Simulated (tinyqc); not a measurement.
A short-path metal as competitor: size effects in the resistivity of thin metal films and interconnect lines. Computed by tinyqc, a small Python program. Command: `OMP_NUM_THREADS=1 python tinyqc.py 3028293 3028294 out.jsonl size walk`. One thread of a shared host (Intel(R) Xeon(R) Processor @ 2.30GHz), about 0.01 s of CPU time with the checks.

Electrons lose their drift at surfaces (a share 1 - p of the hits) and at grain boundaries (reflection R), besides bulk scattering. The line sits in a trench with a non-conducting liner on both walls and the bottom; the spacing equals the drawn width.

Inputs (values chosen for the exercise, modelled on copper):
```
quantity                                   value         unit
bulk resistivity rho_b                      1.69  microohm cm
bulk mean free path lambda                  38.8           nm
specularity p                                  0            -
grain-boundary reflection R                 0.58            -
grain size over metal width                 0.72            -
aspect ratio (height over width)             1.3            -
liner thickness t                            0.7           nm
competitor: rho_b relative to this metal     1.5            -
competitor: lambda relative to this metal   0.39            -
competitor: liner relative to t              0.3            -
```

Geometry: line.

Method:
- Fuchs-Sondheimer film: rho_b/rho = 1 - (3/(2 kappa))(1 - p) int_0^1 (s - s^3)(1 - exp(-kappa/s))/(1 - p exp(-kappa/s)) ds, f = rho/rho_b, kappa = thickness/lambda, 80 Gauss-Legendre points.
- Line: the excess of a film of thickness w_m and of a film of thickness h_m are added, rho/rho_b = 1 + (f(w_m) - 1) + (f(h_m) - 1), an estimate that holds best when both sides exceed lambda.
- Mayadas-Shatzkes: alpha = (lambda/D) R/(1 - R); rho_b/rho = 1 - 3 alpha/2 + 3 alpha^2 - 3 alpha^3 ln(1 + 1/alpha).
- w_m = w - 2t, h_m = (aspect ratio) w - t, D = (ratio) w_m; rho = rho_b [1 + surface excess + grain excess].
- Effective resistivity rho (aspect ratio) w^2/(w_m h_m) for the metal with its liner, for the same metal without liner, and for a competitor with its own rho_b, lambda and liner, and for that competitor with the liner t; p, R, aspect and grain ratios are the same.

Effective resistivity (microohm cm):
```
w (nm)  this metal  without liner  competitor  competitor, liner t
200          2.846          2.811       3.208                3.233
100          4.037          3.929       3.877                3.943
50           6.553          6.180       5.235                5.433
30          10.150          9.164       7.101                7.590
20          15.046         12.845       9.508               10.566
14          22.088         17.511      12.706               14.882
10          33.048         23.643      17.148               21.618
7           53.810         32.707      24.211               34.370
5           92.978         44.626      34.473               58.344
```

What follows from these numbers?

The competitor wins below a width between 200 and 100 nm. In narrow lines rho scales as rho_b lambda/w, and the product rho_b lambda of the competitor is 0.58 times this metal's. At the narrowest width the liner costs this metal a factor 2.08. With the same liner the competitor wins below a width between 200 and 100 nm; at the narrowest width the thinner liner lowers it from 58.3 to 34.5. Rows with w - 2t below lambda stretch the additive estimate. Metal widths below about 5 nm are outside this semiclassical model.

Extremes, crossings and ranges named in words are read from the listed rows.
